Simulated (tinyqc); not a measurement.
AlGaN/GaN HEMT with access regions, lumped model: two steps of the calculation.

A polarisation-induced electron sheet under a Schottky gate, in series with two ungated access regions and contacts. Drift law v = mu E/(1 + mu E/vs) under the gate. Currents in mA/mm, resistances in ohm mm. No self-heating, no channel-length modulation; fits for polarisation, barrier and offset are chosen for the exercise.

Inputs (values chosen for the exercise); values close to those of AlGaN/GaN structures:
- x = 0.28 (aluminium share of the barrier)
- d = 25 nm (barrier thickness)
- eps_r = 9.2 (relative permittivity of barrier and channel)
- mu = 1300 cm^2/(V s) (channel mobility)
- vs = 1.2e7 cm/s (saturation velocity)
- Lg = 1 um (gate length)
- Ls = 2 um (source access length)
- Ld = 16 um (drain access length)
- Rc = 0.47 ohm mm (resistance of each contact)
- ft = 0 (share of the drain-access electrons removed by traps)
- Vg = 0 V (gate voltage)
- Ec = 3.3 MV/cm (critical field)
- te = 0.15 um (depth over which the depleted charge spreads)
- tf = 300 nm (insulator under the field plate)
- ei = 7.5 (relative permittivity of that insulator)

Constants: q = 1.602176634e-19 C, eps0 = 8.8541878128e-14 F/cm where lengths are in cm. Results are converted to the units shown.

Question 1. Polarisation charge, threshold and sheet resistance. sigma = (5e13 x + 1.6e13 x^2) cm^-2, phiB = 0.84 + 1.3 x, dEc = 0.7 (1.71 x + x^2) in volts, Cb = eps0 eps_r/d, VT = phiB - dEc - q sigma/Cb, access density n0 = -Cb VT/q. Rsh = 1/(q mu n0); largest access current q n0 vs.

Give: sigma; Cb; VT; n0; Rsh; q n0 vs.

Answer 1.

sigma = 1.5254e13 cm^-2
Cb = 0.32583 uF/cm^2
VT = -6.6869 V
n0 = 1.3599e13 cm^-2
Rsh = 353.05 ohm
q n0 vs = 2614.6 mA/mm

Question 2. On-resistance and breakdown. Ron = 2 Rc + Ls/(q mu n0) + Ld/(q mu (1 - ft) n0) + Lg/(mu Cb (Vg - VT)). Off state: a depleted stretch that holds the voltage V has the peak field sqrt(k V), k = 2 q n0/(eps0 eps_r te), so one edge holds V1 = Ec^2/k. The sheet under the plate pinches off at Vf = q n0 (1/Cb + tf/(eps0 ei)); beyond it the gate edge is screened. BV = V1 if Vf >= V1, else Vf + V1, and at most Ec Ld. Specific resistance Ron (Ls + Lg + Ld); figure of merit BV^2 over it.

Wanted: Ron; Vf; V1; BV; specific resistance; figure of merit.

Answer 2.

Ron = 7.648 ohm mm
Vf = 105.1 V
V1 = 30.54 V
BV = 30.54 V
specific resistance = 1.453 mohm cm^2
figure of merit = 0.6417 MW/cm^2

The plate pinches off too late to screen the gate edge, so it adds nothing.

tinyqc, about 0.02 s, one thread, Intel Xeon 2.30GHz (shared host): `OMP_NUM_THREADS=1 python tinyqc.py 2570082 2570083 out.jsonl`
